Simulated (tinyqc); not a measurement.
# One gate, two gates and a surrounding gate

Below threshold the potential that source and drain add obeys Laplace's equation, vanishes on the gates and decays along the channel as exp(-k y). The same ts (depleted depth over a conducting body, body thickness or wire diameter), ti and permittivities in three geometries; k is the smallest positive root of: one gate, f(k) = eps_r sin(k ti) cos(k ts) + ei cos(k ti) sin(k ts); two gates, f(k) = ei cos(k ti) cos(k ts/2) - eps_r sin(k ti) sin(k ts/2); wire, f(k) = ei J0(u)[J1(u) Y0(v) - Y1(u) J0(v)] - eps_r J1(u)[J0(u) Y0(v) - Y0(u) J0(v)], u = k ts/2, v = u + k ti. Parabolic estimates of l: sqrt((eps_r/ei) ts ti); sqrt((eps_r/(2 ei)) ts ti (1 + ei ts/(4 eps_r ti))); sqrt([2 eps_r ts^2 ln(1 + 2 ti/ts) + ei ts^2]/(16 ei)), in the same order.

Values chosen for this exercise; permittivities: semiconductor close to that of silicon, insulator close to that of aluminium oxide: relative permittivity of the semiconductor eps_r = 11.7; relative permittivity of the insulator ei = 9.11; insulator thickness ti = 2 nm; wire diameter ts = 6.2 nm.

Scale lengths (nm):
```
	Lambda = pi/k	l = 1/k	l(parabolic)
one gate over a conducting body	8.539	2.718	3.991
two gates	11.03	3.512	3.573
wire	7.163	2.280	2.340
```

What does the comparison show?

The wire has the shortest scale length, 0.649 times that of the double gate; the single gate over a conducting body has 0.774 times it, its layer ending directly on a conductor where the double gate has a second insulator. The parabolic estimates are 47 % above, 1.7 % above and 2.6 % above the exact l, in the order of the rows.

Numbers from tinyqc (`OMP_NUM_THREADS=1 python tinyqc.py 2420147 2420148 out.jsonl`; about 0.01 s on one thread of a shared Intel Xeon 2.30GHz).
